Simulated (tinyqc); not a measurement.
From results back to parameters: phonon-assisted absorption at an indirect gap. Five cases, with inputs chosen for the exercise.

Problem. One phonon: alpha = A [N (E - Eg + w)^2 + (N + 1)(E - Eg - w)^2], each term only above its threshold, N = 1/(exp(w/kB Tm) - 1). The first two energies lie below the emission threshold and the third above it.

Constants: kB = 8.617333262e-05 eV/K.

Case 1.

Values chosen (out of a larger set: loosely those of AlAs at room temperature; Eg is not tied to T; not measured data): Es = (2.103, 2.155, 2.212) eV (three photon energies); Tm = 250 K.

alpha at the three energies (1/cm): 0.2003703  3.187526  18.35466

Case 2.

Values chosen (out of a larger set: loosely those of Si at room temperature; Eg is not tied to T; not measured data): Es = (1.097, 1.165, 1.228) eV (three photon energies); Tm = 250 K.

alpha at the three energies (1/cm): 0.1135278  1.765693  9.848571

Case 3.

Values chosen (out of a larger set: loosely those of Si at room temperature; Eg is not tied to T; not measured data): Es = (1.079, 1.149, 1.212) eV (three photon energies); Tm = 300 K.

alpha at the three energies (1/cm): 0.2279644  3.678941  16.70708

Case 4.

Values chosen (out of a larger set: loosely those of Si at room temperature; Eg is not tied to T; not measured data): Es = (1.076, 1.146, 1.209) eV (three photon energies); Tm = 250 K.

alpha at the three energies (1/cm): 0.1033776  1.701324  9.449854

Case 5.

Values chosen (out of a larger set: loosely those of Si at room temperature; Eg is not tied to T; not measured data): Es = (1.085, 1.153, 1.216) eV (three photon energies); Tm = 250 K.

alpha at the three energies (1/cm): 0.1387337  2.244471  12.64741

Find: slope sqrt(A N); threshold Eg - w; w; Eg; A.

Solution. sqrt(alpha) at the first two energies is a line with slope sqrt(A N) and intercept Eg - w. The excess at the third energy is A N exp(w/kB Tm) (E - (Eg - w) - 2w)^2, which has one root w with the emission threshold between the second and third energies.

Case 1.

slope sqrt(A N) = 25.73 1/(cm^(1/2) eV)
threshold Eg - w = 2.0856 eV
w = 43.4 meV
Eg = 2.129 eV
A = 4.3e+03 1/(cm eV^2)

Case 2.

slope sqrt(A N) = 14.59 1/(cm^(1/2) eV)
threshold Eg - w = 1.0739 eV
w = 57.1 meV
Eg = 1.131 eV
A = 2.8e+03 1/(cm eV^2)

Case 3.

slope sqrt(A N) = 20.58 1/(cm^(1/2) eV)
threshold Eg - w = 1.0558 eV
w = 58.2 meV
Eg = 1.114 eV
A = 3.6e+03 1/(cm eV^2)

Case 4.

slope sqrt(A N) = 14.04 1/(cm^(1/2) eV)
threshold Eg - w = 1.0531 eV
w = 57.9 meV
Eg = 1.111 eV
A = 2.7e+03 1/(cm eV^2)

Case 5.

slope sqrt(A N) = 16.55 1/(cm^(1/2) eV)
threshold Eg - w = 1.0625 eV
w = 56.5 meV
Eg = 1.119 eV
A = 3.5e+03 1/(cm eV^2)

Computed by tinyqc, one run a case: `OMP_NUM_THREADS=1 python tinyqc.py N N+1 out.jsonl` with N = 1652455, 1652467, 1652481, 1652527, 1652554; one thread of a shared Intel(R) Xeon(R) Processor @ 2.30GHz, about 0.01 s a run at most.
